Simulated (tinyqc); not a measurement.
Worked calculation: finite square well with mass mismatch (envelope functions). Values are carried at full precision from step to step, so a last printed digit may differ when a step is redone from the rounded ones.

A square well of width L and depth V0, mass mw inside and mb outside, energies from the bottom of the well, c = hbar^2/2m0. k = sqrt(mw E/c), kappa = sqrt(mb (V0 - E)/c). psi and psi'/m are continuous at the walls (BenDaniel-Duke), so level n solves k L + 2 atan[(k/mw)/(kappa/mb)] = n pi.

Constants: hbar^2/2m0 = 3.80998211 eV angstrom^2.

Inputs chosen for the exercise (near those of a non-polar GaN well in AlN; shifted at random, so the results belong to these values and not to a real crystal): L = 58 angstrom (well width); V0 = 1.984 eV (barrier height); mw = 0.197 m0 (mass in the well); mb = 0.313 m0 (mass in the barrier); alpha_w = 0.18 1/eV (non-parabolicity in the well); alpha_b = 0.25 1/eV (non-parabolicity in the barrier).

## How many levels are bound

At E = V0 the arctangent equals pi/2, so level n is bound if k0 L > (n - 1) pi with k0 = sqrt(mw V0/c). Compare with the infinitely deep well, E1(hard) = c (pi/L)^2/mw.

k0 = 0.32029 1/angstrom
k0 L/pi = 5.9132
number of bound levels = 6
E1(hard) = 0.0567 eV

The count does not depend on mb. One more level binds at L = 58.9 angstrom.

## The lowest level by bisection

f(E) = k L + 2 atan[(k/mw)/(kappa/mb)] - pi rises with E. Twelve halvings of [0, V0]: keep the half in which f changes sign.

Bisection:
```
step,low (eV),high (eV),midpoint (eV),k,kappa,f
1,0.00000,1.98400,0.99200,0.22648,0.28547,11.7944
2,0.00000,0.99200,0.49600,0.16014,0.34963,7.4050
3,0.00000,0.49600,0.24800,0.11324,0.37765,4.3155
4,0.00000,0.24800,0.12400,0.08007,0.39090,2.1319
5,0.00000,0.12400,0.06200,0.05662,0.39736,0.5876
6,0.00000,0.06200,0.03100,0.04004,0.40055,-0.5045
7,0.03100,0.06200,0.04650,0.04903,0.39896,0.0881
8,0.03100,0.04650,0.03875,0.04476,0.39976,-0.1933
9,0.03875,0.04650,0.04263,0.04695,0.39936,-0.0494
10,0.04263,0.04650,0.04456,0.04800,0.39916,0.0201
11,0.04263,0.04456,0.04359,0.04748,0.39926,-0.0145
12,0.04359,0.04456,0.04408,0.04774,0.39921,0.0029
```

After twelve halvings the bracket is V0/4096 = 0.484 meV wide.

## Bound levels

Solve the condition for each n (six at most). With A = cos(kL/2) for even and sin(kL/2) for odd levels, the probability in the barriers is Pb = (A^2/kappa)/(A^2/kappa + L/2 +/- sin(kL)/(2k)), + for even.

Levels:
```
n,parity,E (eV),k (1/angstrom),kappa (1/angstrom),Pb
1,even,0.0440,0.04770,0.39922,0.0026
2,odd,0.1760,0.09541,0.38539,0.0106
3,even,0.3961,0.14312,0.36117,0.0239
4,odd,0.7037,0.19075,0.32432,0.0435
5,even,1.0959,0.23805,0.27011,0.0733
6,odd,1.5631,0.28429,0.18595,0.1320
```

The lowest level lies at 78 % of the infinite-well value and decays into the barrier over 1/kappa = 2.5 angstrom. Above about 0.5 eV (from level 4 on) a parabolic band is a rough model.

## Mass in the plane and density of states

To first order in the in-plane energy, 1/m_par = (1 - Pb)/mw + Pb/mb for each subband. Each adds a step D = m_par/(2 pi c) to the density of states per area (spin included, one valley); 1/angstrom^2 = 1e16/cm^2.

Subbands:
```
n,m_par (m0),D (1e13/(eV cm^2))
1,0.1972,8.237
2,0.1978,8.262
3,0.1988,8.303
4,0.2002,8.364
5,0.2025,8.459
6,0.2071,8.653
```

## Levels with energy-dependent masses

Non-parabolic bands: mw is replaced by mw (1 + alpha_w E) and mb by mb (1 - alpha_b (V0 - E)), in k, kappa and the matching condition alike.

Solve the same condition with the energy-dependent masses, and list the shift from the parabolic levels that exist in both.

Levels:
```
n,E (eV),mass inside,mass outside,shift (meV)
1,0.0467,0.1987,0.1614,2.7
2,0.1818,0.2034,0.1720,5.8
3,0.3923,0.2109,0.1884,-3.8
4,0.6626,0.2205,0.2096,-41.1
5,0.9782,0.2317,0.2343,-117.8
6,1.3261,0.2440,0.2615,-237.1
```

Level 1 moves by +2.7 meV and level 6 by -237.1 meV. The lighter mass deep in the barrier hardens the wall for low levels; the heavier mass in the well wins higher up.

## Checks

- Lowest level by finite differences (200 cells across the well) against the matching condition, eV: both 0.0440.

(tinyqc, `OMP_NUM_THREADS=1 python tinyqc.py 1282575 1282576 out.jsonl`, Intel(R) Xeon(R) Processor @ 2.30GHz, 1 thread, shared host, about 0.01 s.)
